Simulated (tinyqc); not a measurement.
Worked calculation: thermal displacements in the Debye model: Debye-Waller factors, bond-length spread and the Lindemann rule. Computed by tinyqc, a small Python program that keeps every step. Command: `OMP_NUM_THREADS=1 python tinyqc.py 3030770 3030771 out.jsonl debyewaller walk`. One thread of a shared host (Intel(R) Xeon(R) Processor @ 2.30GHz), about 0.01 s of CPU time with the checks. Intermediate numbers are printed to about 7 digits and carried at full precision; extremes and crossings named in words are read from the listed rows.

A Debye spectrum with three branches of one velocity, cut at k_B Theta; 4 atoms per cube, nearest neighbours at d = 0.707107 a.

Inputs (values chosen for the exercise, modelled on aluminium):
```
quantity                     value        unit
atomic mass M                26.98           u
Debye temperature Theta        395           K
lattice constant a            4.05    angstrom
temperature T                  295           K
Lindemann ratio x_L           0.11           -
gamma-ray energy E            77.3         keV
photoelectron wave number k     13  1/angstrom
```

Structure: fcc.

reflection (h k l): 5  1  1

Constants: hbar^2/u = 4.18015928e-03 eV angstrom^2; k_B = 8.617333262e-05 eV/K; e = 1.602176634e-19 C; u = 1.6605390666e-27 kg; c = 299792458 m/s; hbar = 6.582119569e-16 eV s.

## Mean-square displacement

<u_x^2> = (3 hbar^2/(2 M k_B Theta)) int_0^1 s coth(s Theta/(2T)) ds (64 Gauss-Legendre points); it tends to 3 hbar^2/(4 M k_B Theta) at T = 0 and to 3 hbar^2 T/(M k_B Theta^2) at high T. B = 8 pi^2 <u_x^2>.

<u_x^2> = 0.01069734 angstrom^2

zero-point value = 0.003413832 angstrom^2

classical value = 0.01019828 angstrom^2

B factor = 0.8446282 angstrom^2

The zero-point value is 31.9 % and the classical value 95.3 % of the full result; the two are limits, not parts that add.

## Loss of Bragg intensity

G = 2 pi sqrt(h^2 + k^2 + l^2)/a; the intensity is multiplied by exp(-2W), 2W = G^2 <u_x^2>; the loss goes into thermal diffuse scattering.

|G| = 8.061331 1/angstrom

2W = 0.6951673

intensity factor exp(-2W) = 0.4989910

## Recoil-free fraction

A nucleus of this mass is supposed to emit a gamma ray of the energy chosen: recoil energy E_R = E^2/(2 M c^2), wave number k_g = E/(hbar c), recoil-free fraction f = exp(-k_g^2 <u_x^2>).

recoil energy = 118.8795 meV

k_g = 39.17356 1/angstrom

recoil-free fraction f = 7.425247e-08

E_R is 3.49 k_B Theta.

## Spread of the bond length

Correlated Debye model: sigma^2 = (3 hbar^2/(M k_B Theta)) int_0^1 s coth(s Theta/(2T)) [1 - sin(s q_D R)/(s q_D R)] ds for two atoms at distance R, q_D = (6 pi^2 n)^(1/3), n atoms per volume; uncorrelated motion would give 2 <u_x^2>. An EXAFS amplitude is damped by exp(-2 k^2 sigma^2).

sigma^2 of the nearest bond = 0.01353700 angstrom^2

correlation 1 - sigma^2/(2 <u_x^2>) = 0.3672726

EXAFS damping = 0.01030108

Neighbours move partly together, which removes 37 % of the uncorrelated spread.

## Lindemann melting temperature

Melting is placed where sqrt(3 <u_x^2>) = x_L d; the classical form gives T_m = M k_B Theta^2 (x_L d)^2/(9 hbar^2).

Lindemann T_m = 952.2962 K

classical T_m = 956.8395 K

ratio sqrt(3 <u_x^2>)/d at T = 0.06255450

The rule is empirical: x_L is fitted within a family of like crystals, and T_m goes as its square.

## Displacements against temperature

The correlation is 1 - sigma^2/(2 <u_x^2>); exp(-2W) uses 2W = G^2 <u_x^2>.

Displacements (angstrom^2):
```
T (K)      <u_x^2>     classical  sigma^2 at d  sigma^2 at 2d   exp(-2W)
12     0.003434563  4.148454e-04   0.005878676    0.006511841  0.7999586
40     0.003644098   0.001382818   0.005928316    0.006648628  0.7891397
79     0.004290166   0.002731066   0.006361155    0.007459710  0.7566938
140    0.005834878   0.004839863   0.007898526    0.009781323  0.6844225
220    0.008265720   0.007605499    0.01065802     0.01361951  0.5844125
320     0.01152381    0.01106254    0.01452749     0.01884421  0.4728982
470     0.01656467    0.01624811    0.02063019     0.02697927  0.3408011
710     0.02475540    0.02454502    0.03063936     0.04023801  0.2001415
870     0.03024816    0.03007629    0.03737535     0.04913959  0.1400609
```

The classical line is within 5 % from T = 320 K (T/Theta = 0.81) on. The correlation of nearest neighbours grows from 0.14 to 0.38, since thermal motion weights long waves, which move neighbours together, more than zero-point motion does; at 2d it ends at 0.19. The reflection keeps 80 % of its intensity at the lowest T and 14 % at the highest.

Checks made by the program: high-temperature series <u^2> = classical x (1 + (Theta/T)^2/36) at T = 5 Theta (relative difference 4e-07).
